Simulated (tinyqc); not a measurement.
k.p theory built from an empirical-pseudopotential calculation at Gamma: sweeps and comparisons. A value that a table varies takes the place of the one given here.

Empirical pseudopotential on the fcc lattice, atoms at +/- tau, tau = a (1,1,1)/8, no spin-orbit coupling. H(G,G') = c (2 pi/a)^2 |k + G|^2 delta + VS(q) cos(q.tau) + i VA(q) sin(q.tau), q = G - G', c = hbar^2/2m0; k and G in units of 2 pi/a; VS at |q|^2 = 3, 8, 11 and VA at 3, 4, 11, in rydberg, zero elsewhere. The basis is fixed: all 113 G with |G|^2 up to Gcut. Energies are counted from the fourth level at Gamma.

k.p in the lowest n states at Gamma: H_nm = (E_n + c k^2) delta + 2 c k.<n|G|m>, k in 1/angstrom; with all states of the basis it is exact.

Empirical pseudopotential on the fcc lattice, atoms at +/- tau, tau = a (1,1,1)/8, no spin-orbit coupling. H(G,G') = c (2 pi/a)^2 |k + G|^2 delta + VS(q) cos(q.tau) + i VA(q) sin(q.tau), q = G - G', c = hbar^2/2m0; k and G in units of 2 pi/a; VS at |q|^2 = 3, 8, 11 and VA at 3, 4, 11, in rydberg, zero elsewhere. The basis holds all G with |G|^2 up to a cut-off. Energies are counted from the fourth level at Gamma.

For a multiplet A of d_A states, W(B) = (4 c/(3 d_A)) sum over n in A, m in B and i = x, y, z of |<n|G_i|m>|^2 (G in 1/angstrom, <n|G_i|m> = sum_G c_n(G)* G_i c_m(G)); the mean inverse mass of A is 1 + sum_B W(B)/(E_A - E_B). Multiplets with W = 0 are left out.

Valence parameters: D(u) = c + 4 c^2 sum_m <n|u.G|m><m|u.G|n'>/(0 - E_m) on the valence triplet, in units of c, has eigenvalues L, M, M along [100] and (L + 2M + 2N)/3, (L + 2M - N)/3 twice along [111]; g1 = -(L + 2M)/3, g2 = -(L - M)/6, g3 = -N/6.

Constants: hbar^2/2m0 = 3.80998211 eV angstrom^2; Ry = 13.60569312 eV.

Parameters, chosen for this exercise (near those of Ge; shifted at random, so the results belong to these values and not to a real crystal): a = 5.664 angstrom (lattice constant); VS = (-0.227, 0.009, 0.061) Ry (symmetric form factors); VA = (0, 0, 0) Ry (antisymmetric form factors); Gcut = 20 (2 pi/a)^2 (largest |G|^2 of the fixed basis); VS3 = -0.227 Ry; VS8 = 0.009 Ry; VS11 = 0.061 Ry; VA3 = 0 Ry; VA4 = 0 Ry; VA11 = 0 Ry.

## How many bands a k.p model needs: band 5 from Gamma to X

Band 5 (counted from below) at k = f (1, 0, 0) 2 pi/a; n ends on whole multiplets.

Energies (eV):

| f | n = 8 | n = 15 | n = 27 | n = 113 (exact) |
|---|---|---|---|---|
| 0.000 | 1.254 | 1.254 | 1.254 | 1.254 |
| 0.125 | 2.064 | 2.019 | 2.018 | 2.018 |
| 0.250 | 3.421 | 2.635 | 2.622 | 2.621 |
| 0.375 | 4.235 | 2.069 | 2.044 | 2.041 |
| 0.500 | 4.823 | 1.607 | 1.564 | 1.558 |
| 0.625 | 5.578 | 1.287 | 1.221 | 1.210 |
| 0.750 | 6.500 | 1.128 | 1.032 | 1.016 |
| 0.875 | 7.587 | 1.145 | 1.009 | 0.987 |
| 1.000 | 8.838 | 1.271 | 1.163 | 1.131 |

What does this show?

With n = 8 the band stays within 0.05 eV of the exact one up to f = 0.125 (error at X: +7.708 eV). With n = 15 the band stays within 0.05 eV of the exact one up to f = 0.500 (error at X: +0.141 eV). With n = 27 the band stays within 0.05 eV of the exact one over the whole line (error at X: +0.032 eV). A smaller basis can only raise a level. The exact band has its minimum on these points at f = 0.875; n = 8 puts it at f = 0.000.

## Convergence with the plane-wave basis

E_s is the lowest empty singlet, Ep its W to the valence triplet, m its mass.

Results:

| cut-off | plane waves | E_s (eV) | Ep (eV) | m (m0) | g1 | g2 | g3 |
|---|---|---|---|---|---|---|---|
| 8 | 27 | 1.077 | 20.01 | 0.0512 | 8.45 | 2.67 | 3.65 |
| 11 | 51 | 1.248 | 19.99 | 0.0589 | 7.51 | 2.33 | 3.15 |
| 12 | 59 | 1.275 | 19.98 | 0.0601 | 7.50 | 2.25 | 3.12 |
| 16 | 65 | 1.275 | 19.98 | 0.0601 | 7.51 | 2.24 | 3.12 |
| 19 | 89 | 1.266 | 20.00 | 0.0597 | 7.54 | 2.27 | 3.14 |
| 20 | 113 | 1.254 | 20.01 | 0.0591 | 7.59 | 2.29 | 3.17 |
| 24 | 137 | 1.254 | 20.02 | 0.0591 | 7.59 | 2.29 | 3.17 |

What does this show, and why?

Against the last row, E_s errs most, by -0.177 eV, at cut-off 8, and by 0.000 eV in the last row but one. Ep varies by 0.2 % over the table and m by 15.1 %: the mass, near E_s/Ep, inherits the errors of both. Local form factors fix the converged values only roughly. The gap is a difference of two levels, so it need not converge steadily, and here it does not.

## What each form factor does (empirical-pseudopotential levels)

Lowest empty singlet and triplet at Gamma and the valence width there (fixed basis); lowest empty level at X = (1,0,0) and L = (1/2,1/2,1/2) from the valence top, these levels and that top with all |k + G|^2 up to 21. Singlet and triplet count orbital degeneracy. VS3 is VS at |q|^2 = 3, and so on. The row for a keeps the form factors fixed, so it is no model of a real expansion, which changes them too. Each row changes one parameter from the base and keeps the others.

Results:

| case | singlet (eV) | triplet (eV) | X (eV) | L (eV) | width (eV) |
|---|---|---|---|---|---|
| base | 1.254 | 3.478 | 1.121 | 0.944 | 11.962 |
| a = 5.721 angstrom | 1.266 | 3.501 | 1.245 | 1.021 | 11.681 |
| VS3 = -0.237 Ry | 1.164 | 3.620 | 1.366 | 1.044 | 11.925 |
| VS8 = -0.001 Ry | 0.730 | 3.531 | 1.036 | 0.693 | 12.076 |
| VS11 = 0.051 Ry | 0.694 | 3.241 | 0.844 | 0.560 | 12.170 |
| VA3 = 0.03 Ry | 1.306 | 3.511 | 0.849 | 0.954 | 11.972 |
| VA4 = 0.03 Ry | 1.218 | 3.573 | 0.718 | 1.005 | 11.966 |
| VA11 = 0.03 Ry | 1.111 | 3.433 | 0.779 | 0.867 | 11.981 |

What does this show?

The largest shifts from the base row, up to three for each result and ties (the steps differ in size, so this ranks the rows, not the parameters). singlet (eV): VS11 -0.560, VS8 -0.524, VA11 -0.142. triplet (eV): VS11 -0.236, VS3 +0.142, VA4 +0.095. X (eV): VA4 -0.403, VA11 -0.342, VS11 -0.277. L (eV): VS11 -0.383, VS8 -0.251, VS3 +0.101. width (eV): a -0.281, VS11 +0.208, VS8 +0.113. In a diamond crystal a small VA enters the levels at Gamma and L only in second order, by symmetry, but splits the degenerate pair at X in first order.

Program tinyqc; command `OMP_NUM_THREADS=1 python tinyqc.py 1051435 1051436 out.jsonl`; about 0.6 s on one thread of a shared Intel(R) Xeon(R) Processor @ 2.30GHz.
